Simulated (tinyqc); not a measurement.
Two-step dopant diffusion (predeposition and drive-in) with a constant diffusivity: one step, computed by the program tinyqc.

Fick diffusion into a half space x > 0 whose background doping C_B is of the opposite type, so that a junction lies where C = C_B.

Problem. Thermal budget with ramps. D = D0 exp(-E/(k_B T)). Temperatures in kelvin are T(C) + 273.15. One ramp between the stand-by temperature and T2 adds int D dT / rate (40-point Gauss-Legendre); the usual estimate counts it as an extra time k_B T2^2/(E rate) at T2. (Dt)2 = D2 t2 + two ramps, times in seconds.

Inputs (values chosen for the exercise, modelled on antimony in silicon): prefactor D0 = 4.98 cm^2/s; activation energy E = 3.92 eV; predeposition temperature T1 = 925 C; drive-in temperature T2 = 1175 C; drive-in time t2 = 20 min; ramp rate = 10 C/min; stand-by temperature = 700 C.

Furnace ramps of the drive-in: linear ramps.

D2 = 1.135126e-13 cm^2/s

Constants: k_B = 8.617333262e-05 eV/K.

Give: budget of one ramp; estimated extra time of one ramp; drive-in budget (Dt)2.

Solution.

budget of one ramp = 2.957e-11 cm^2

estimated extra time of one ramp = 4.610 min

drive-in budget (Dt)2 = 1.954e-10 cm^2

The integral equals 4.34 min at T2, against the estimate 4.61 min; both ramps make 30 % of the budget.
